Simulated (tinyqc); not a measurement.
# Thermoelectric coefficients with electrons and holes, Landauer integrals: two studies

Bulk parabolic band, x = (E - Ec)/kB T, C = hbar^2/(2 m0), kB T in eV. Modes per area gv m kB T x/(4 pi C) times the back-scattering length l0 x^rr give the transport function s0 X(x), s0 = (2 q^2/h) gv m kB T l0/(4 pi C), X = x^(1 + rr). Holes have the same form with the prefactor bb s0 and the reduced level -eta - xg in place of eta. I_k = int X (x - eta)^k w dx, w = 1/(4 cosh^2((x - eta)/2)).

Parameters, values chosen for the exercise:
```
symbol  value     unit                                                meaning
T         400        K                                            temperature
m         0.5       m0                                     mass of one valley
gv          3                                                         valleys
l0        1.6       nm                        back-scattering length at x = 1
rr          1                                  energy exponent of that length
kL       0.58  W/(m K)                           lattice thermal conductivity
eta      -1.2                              reduced Fermi level (EF - Ec)/kB T
xg        4.9                                                   gap over kB T
bb        2.1           ratio of the hole prefactor to the electron prefactor
```

Constants: q = 1.602176634e-19 C, kB = 1.380649e-23 J/K, hbar = 1.054571817e-34 J s, h = 6.62607015e-34 J s, m0 = 9.1093837015e-31 kg, Vt = kB T/q, hbar^2/(2 m0) = 0.0380998212 eV nm^2. Results are converted to the units shown.

Each table varies one quantity; the others keep the values above.

## Effect of the Fermi level

sigma = s0 I_0, S = -(kB/q) I_1/I_0, Lorenz number L = (kB/q)^2 [I_2/I_0 - (I_1/I_0)^2], kappa_e = L sigma T. With both bands: sigma = sigma_n + sigma_p, S = (sigma_n S_n + sigma_p S_p)/sigma with S_p = +(kB/q) I_1/I_0 of the holes, and kappa_e is the sum of L sigma T of both bands and the bipolar term sigma_n sigma_p (S_p - S_n)^2 T/sigma. Power factor S^2 sigma, ZT = S^2 sigma T/(kappa_e + kL). The integrals are converged.

Results:
```
eta,sigma (S/cm),S (uV/K),kappa_e (W/(m K)),power factor (mW/(m K^2)),ZT
-6.9,1976,177.4,1.791,6.222,1.050
-5.9,1016,222.9,0.9383,5.048,1.330
-3.9,195.8,329.1,0.3641,2.121,0.8988
-2.9,88.20,279.3,0.5124,0.6880,0.2519
-1.9,66.30,-32.47,0.6354,0.006990,0.002301
-0.9,109.7,-258.8,0.4343,0.7344,0.2896
0.1,243.2,-261.8,0.3561,1.667,0.7121
1.1,521.2,-215.7,0.5215,2.425,0.8805
2.1,999.5,-173.2,0.9229,2.997,0.7977
3.1,1715,-140.8,1.569,3.398,0.6324
```

Estimate the missing row, eta = -4.9.

Computed row:
```
eta,sigma (S/cm),S (uV/K),kappa_e (W/(m K)),power factor (mW/(m K^2)),ZT
-4.9,464.4,279.2,0.4881,3.622,1.356
```

With this row back in the table: sigma goes from 1980 through a minimum of 66.3 (at eta = -1.9 among the rows listed) to 1720 S/cm, and S moves up and down between -262 and 329 uV/K. Among the rows the power factor is largest at eta = -6.9 and ZT, 1.36, at eta = -4.9, where S = 279 uV/K. S changes sign inside the gap, where the electron and hole terms cancel.

## Effect of the gap

Same model as above.

Effect of the gap:
```
xg,sigma (S/cm),S (uV/K),kappa_e (W/(m K)),power factor (mW/(m K^2)),ZT,bipolar kappa (W/(m K))
1,621.5,192.7,1.642,2.307,0.4153,1.088
2.4,233.3,131.6,1.330,0.4039,0.08461,1.122
3.8,116.3,-68.99,0.8812,0.05535,0.01515,0.7775
5.1,86.60,-244.5,0.4446,0.5175,0.2020,0.3675
6.5,78.07,-331.8,0.1971,0.8595,0.4424,0.1275
7.9,75.96,-359.8,0.1076,0.9834,0.5720,0.03993
9.2,75.46,-367.5,0.08034,1.019,0.6173,0.01309
10.6,75.32,-369.9,0.07098,1.031,0.6332,0.003852
12,75.28,-370.6,0.06821,1.034,0.6379,0.001116
```

S falls from 193 to -371 uV/K, the bipolar kappa goes from 1.09 through a maximum of 1.12 (at xg = 2.4 among the rows listed) to 0.00112 W/(m K), and ZT goes from 0.415 through a minimum of 0.0152 (at xg = 3.8 among the rows listed) to 0.638. ZT is within 5 % of its last value from xg = 9.2 on among the rows.

Range of the model: Parabolic bands, elastic scattering and a fixed kL make these model figures, not those of a material.

Computed by the program tinyqc: `OMP_NUM_THREADS=1 python tinyqc.py 2800109 2800110 out.jsonl`, one thread of a shared Intel Xeon 2.30GHz, about 0.04 s for the whole run.
